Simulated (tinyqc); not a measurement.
# Free and trapped electrons in a MOS channel with a dense trap tail: two studies

p-type body, charge-sheet picture, full ionisation (an idealisation for deep acceptors), Boltzmann statistics for free electrons. e = Ec - EF at the surface. Acceptor-like traps of density D(E) = D0 + De exp(-E/Ew) at depth E below Ec, from 0 to Eu, hold n_t = integral of D(E)/(1 + exp((e - E)/Vt)). psi = Eg - Vt ln(Nv/Na) - e; N_dep = sqrt(2 eps0 eps_r Na (psi - Vt)/q); n_f = sqrt(N_dep^2 + 2 eps0 eps_r Vt Nc exp(-e/Vt)/q) - N_dep; Vg = Vfb + psi + q (N_dep + n_t + n_f)/Cox, Cox = eps0 eox/tox.

Values chosen for this exercise; band and dielectric values close to those of 4H silicon carbide:
- T = 300 K (temperature)
- Eg = 3.28 eV (band gap)
- eps_r = 9.63 (relative permittivity)
- Nc = 1.7e19 cm^-3 (conduction-band density of states at T)
- Nv = 2.46e19 cm^-3 (valence-band density of states at T)
- eox = 3.9 (relative permittivity of the insulator)
- tox = 38 nm (insulator thickness)
- Na = 1.1e17 cm^-3 (acceptor density)
- Vfb = -2.72 V (flat-band voltage without trapped charge)
- D0 = 1.1e11 cm^-2 eV^-1 (constant background density of acceptor-like traps)
- De = 4.7e13 cm^-2 eV^-1 (density of the tail at the conduction edge)
- Ew = 0.1 eV (decay energy of the tail)
- Eu = 0.51 eV (depth below Ec down to which the traps reach)
- mf = 78 cm^2/(V s) (mobility of free electrons)

Constants: q = 1.602176634e-19 C, kB = 1.380649e-23 J/K, Vt = kB T/q, eps0 = 8.8541878128e-14 F/cm where lengths are in cm. Results are converted to the units shown.

Each table varies one quantity; the others keep the values above.

## Free and trapped charge against gate voltage

Free share n_f/(n_f + n_t); swing ln 10 n_f/(dn_f/dVg); field-effect mobility mf q (dn_f/dVg)/Cox, for a constant mf; oxide field q (N_dep + n_t + n_f)/(eps0 eox).

Results:

| Vg (V) | e (eV) | n_f (cm^-2) | n_t (cm^-2) | free share (%) | swing (mV/decade) | field-effect mobility (cm^2/(V s)) | oxide field (MV/cm) |
|---|---|---|---|---|---|---|---|
| 3.4 | 0.3741 | 6.779e5 | 1.111e11 | 6.100e-4 | 237.3 | 9.047e-4 | 0.8826 |
| 4.7 | 0.2029 | 4.940e8 | 6.958e11 | 0.07095 | 833.1 | 0.1878 | 1.180 |
| 6 | 0.1350 | 6.741e9 | 1.367e12 | 0.4907 | 1535 | 1.390 | 1.504 |
| 8.5 | 0.06518 | 9.697e10 | 2.633e12 | 3.552 | 2945 | 10.43 | 2.143 |
| 9.7 | 0.04254 | 2.246e11 | 3.166e12 | 6.624 | 3672 | 19.37 | 2.453 |
| 11 | 0.02208 | 4.662e11 | 3.644e12 | 11.34 | 4594 | 32.14 | 2.790 |
| 12.2 | 0.006050 | 8.017e11 | 3.975e12 | 16.78 | 5687 | 44.64 | 3.102 |
| 13.5 | -0.008642 | 1.280e12 | 4.221e12 | 23.27 | 7236 | 56.02 | 3.440 |

Estimate the missing row, Vg = 7.2 V.

Computed row:

| Vg (V) | e (eV) | n_f (cm^-2) | n_t (cm^-2) | free share (%) | swing (mV/decade) | field-effect mobility (cm^2/(V s)) | oxide field (MV/cm) |
|---|---|---|---|---|---|---|---|
| 7.2 | 0.09606 | 3.004e10 | 1.990e12 | 1.487 | 2204 | 4.316 | 1.809 |

With this row back in the table: n_f reaches 1e11 cm^-2 at Vg = 8.54 V, against 3.86 V without traps. The free share rises from 6.10e-4 to 23.3 % and the field-effect mobility rises from 9.05e-4 to 56.0 cm^2/(V s), although mf = 78 is constant: in the last row 71.8 % of Cox dVg goes into free electrons. The swing in the first row is 237 mV a decade (Vt ln 10 = 59.5). For Vg = 9.7, 11, 12.2, 13.5 EF lies less than 2 Vt below the band edge, or above it, where degeneracy and confinement, left out, matter.

## Effect of the density of the tail at the conduction edge

VT is the Vg for n_f = 1e11 cm^-2; swing ln 10 n_f/(dn_f/dVg) at n_f = 1e8 cm^-2; the last three columns are for Vg = VT + 3 V, with free share n_f/(n_f + n_t) and field-effect mobility mf q (dn_f/dVg)/Cox; there EF is near the band edge, where Boltzmann statistics are rough.

Effect of the density of the tail at the conduction edge:

| De (cm^-2 eV^-1) | e at VT (eV) | VT (V) | q n_t/Cox at VT (V) | swing (mV/decade) | n_f (cm^-2) | free share (%) | field-effect mobility (cm^2/(V s)) |
|---|---|---|---|---|---|---|---|
| 1e12 | 0.06436 | 4.047 | 0.1837 | 115.7 | 1.688e12 | 92.03 | 76.22 |
| 2e12 | 0.06436 | 4.145 | 0.2813 | 125.9 | 1.653e12 | 87.46 | 75.80 |
| 5e12 | 0.06436 | 4.438 | 0.5743 | 156.6 | 1.551e12 | 75.35 | 74.37 |
| 1e13 | 0.06436 | 4.926 | 1.063 | 207.8 | 1.389e12 | 59.40 | 71.50 |
| 2e13 | 0.06436 | 5.903 | 2.039 | 310.1 | 1.102e12 | 38.03 | 63.81 |
| 4e13 | 0.06436 | 7.856 | 3.992 | 514.7 | 6.969e11 | 17.34 | 44.20 |
| 9e13 | 0.06436 | 12.74 | 8.875 | 1026 | 3.251e11 | 4.776 | 15.79 |
| 2e14 | 0.06436 | 23.48 | 19.62 | 2152 | 1.823e11 | 1.412 | 4.811 |

Read the table: what changes, and by how much?

As De goes from 1e12 to 2e14, VT rises from 4.05 to 23.5 V, its part due to traps rises from 0.184 to 19.6 V, the swing rises from 116 to 2150 mV/decade and the field-effect mobility falls from 76.2 to 4.81 cm^2/(V s).

Numbers from tinyqc (`OMP_NUM_THREADS=1 python tinyqc.py 2222035 2222036 out.jsonl`; about 0.04 s on one thread of a shared Intel Xeon 2.30GHz).
